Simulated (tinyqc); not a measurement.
Margin needed against array size.

Cells fail independently with probability Q(k) = erfc(k/sqrt(2))/2 when the margin is k standard deviations, and Y = exp(-Nb Q(k)). phi = exp(-k^2/2)/sqrt(2 pi).  k solves Y = exp(-Nb Q(k)); the estimate is sqrt(2 ln(Nb/(-ln Y))).

Inputs (values chosen for the exercise):
```
symbol  value  unit       meaning
Y       0.999        wanted yield
```

Results:
```
Nb            allowed Q       k  estimate
2048          4.8853e-7  4.8962    5.3911
524288        1.9083e-9  5.8920    6.3367
8388608      1.1927e-10  6.3342    6.7601
134217728    7.4543e-12  6.7488    7.1585
2147483648   4.6589e-13  7.1402    7.5359
34359738368  2.9118e-14  7.5120    7.8952
```

Estimate the missing row, Nb = 32768.

Computed row:
```
Nb     allowed Q       k  estimate
32768  3.0533e-8  5.4157    5.8829
```

With this row back in the table: A 1.68e7-fold larger array raises k only from 4.90 to 7.51; the last factor of 16 costs 0.37 standard deviations. The estimate, which drops the factor 1/(k sqrt(2 pi)) of the tail, is 10 % above k in the first row and 5.1 % above it in the last.

tinyqc, about 0.01 s, one thread, Intel Xeon 2.30GHz (shared host): `OMP_NUM_THREADS=1 python tinyqc.py 2090080 2090081 out.jsonl`
